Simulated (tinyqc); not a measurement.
Binary melting diagram from solution models of liquid and solid. Inputs raised by 2 %, one at a time. Computed by tinyqc, a small Python program. Command: `OMP_NUM_THREADS=1 python tinyqc.py 3006167 3006168 out.jsonl melt sens`. One thread of a shared host (Intel(R) Xeon(R) Processor @ 2.30GHz), about 0.01 s of CPU time with the checks.

x is the fraction of B. In a phase with interaction L: mu_A = G_A + R T ln(1 - x) + L x^2, mu_B = G_B + R T ln x + L (1 - x)^2. Melting: G(liquid) - G(solid) = H (1 - T/T_m) for each pure component.

Inputs (values chosen for the exercise, for a model alloy):

| quantity | value | unit |
|---|---|---|
| melting point T_A | 1665 | K |
| melting point T_B | 1280 | K |
| heat of melting H_A | 12.4 | kJ/mol |
| heat of melting H_B | 13.7 | kJ/mol |
| liquid interaction L_L | 1.6 | kJ/mol |
| solid interaction L_S | 0.1 | kJ/mol |
| position of T, (T - T_A)/(T_B - T_A) | 0.64 | - |
| dilute content c0 of B | 0.0019 | - |
| growth number V delta/D | 2.5 | - |

Diagram: complete solid solution (lens).

Constants: R = 8.314462618 J/(mol K).

Method:
- T = T_A + u (T_B - T_A). The ideal solution has k_A = exp(dG_A/(R T)) = (1 - xs)/(1 - xl) and k_B = exp(dG_B/(R T)) = xs/xl, so xl = (1 - k_A)/(k_B - k_A).
- Equal potentials: F_A = dG_A + R T ln[(1 - xl)/(1 - xs)] + L_L xl^2 - L_S xs^2 = 0, F_B = dG_B + R T ln(xl/xs) + L_L (1 - xl)^2 - L_S (1 - xs)^2 = 0. Newton steps from the ideal values with the exact Jacobian, halved if x would leave (0, 1); stop below 1e-12, residuals under 1e-7 shown as 0.
- At T_A, k0 = exp[(dG_B(T_A) + L_L - L_S)/(R T_A)]; van 't Hoff: m_L = -R T_A^2 (1 - k0)/H_A per unit fraction. Burton-Prim-Slichter: k_eff = k0/[k0 + (1 - k0) exp(-V delta/D)]. Freezing range of c0: |m_L| c0 |1 - k0|/k0.

Runs:

| input moved | from | to | liquidus xl | solidus xs | partition coefficient k0 | liquidus slope m_L (K) |
|---|---|---|---|---|---|---|
| base run | - | - | 0.6923 | 0.6176 | 0.8275 | -320.6 |
| melting point T_A (K) | 1665 | 1698.3 | 0.6841 | 0.6046 | 0.8099 | -367.6 |
| melting point T_B (K) | 1280 | 1305.6 | 0.7006 | 0.6321 | 0.8487 | -281.3 |
| heat of melting H_A (kJ/mol) | 12.4 | 12.648 | 0.6959 | 0.6206 | 0.8275 | -314.3 |
| heat of melting H_B (kJ/mol) | 13.7 | 13.974 | 0.6877 | 0.6121 | 0.8226 | -329.7 |
| liquid interaction L_L (kJ/mol) | 1.6 | 1.632 | 0.6943 | 0.6195 | 0.8294 | -317.0 |
| solid interaction L_S (kJ/mol) | 0.1 | 0.102 | 0.6922 | 0.6175 | 0.8274 | -320.8 |

Exponents ln(y'/y) / ln(x'/x):

| input | liquidus xl | solidus xs | partition coefficient k0 | liquidus slope m_L |
|---|---|---|---|---|
| melting point T_A | -0.608 | -1.074 | -1.087 | 6.914 |
| melting point T_B | 0.598 | 1.167 | 1.275 | -6.608 |
| heat of melting H_A | 0.259 | 0.245 | 0.000 | -1.000 |
| heat of melting H_B | -0.342 | -0.451 | -0.301 | 1.418 |
| liquid interaction L_L | 0.144 | 0.149 | 0.117 | -0.564 |
| solid interaction L_S | -0.009 | -0.010 | -0.007 | 0.035 |

Which inputs matter most for each result?

Among the inputs moved here: liquidus xl answers most in size to melting point T_A (exponent -0.608), and about equally to melting point T_B (+0.598). Solidus xs answers most in size to melting point T_B (exponent +1.167), next to melting point T_A (-1.074). Partition coefficient k0 answers most in size to melting point T_B (exponent +1.275), next to melting point T_A (-1.087); its exponent is below 0.0005 for heat of melting H_A. liquidus slope m_L answers most in size to melting point T_A (exponent +6.914), next to melting point T_B (-6.608). Its exponent -1.000 in heat of melting H_A: van 't Hoff's slope goes as 1/H_A.
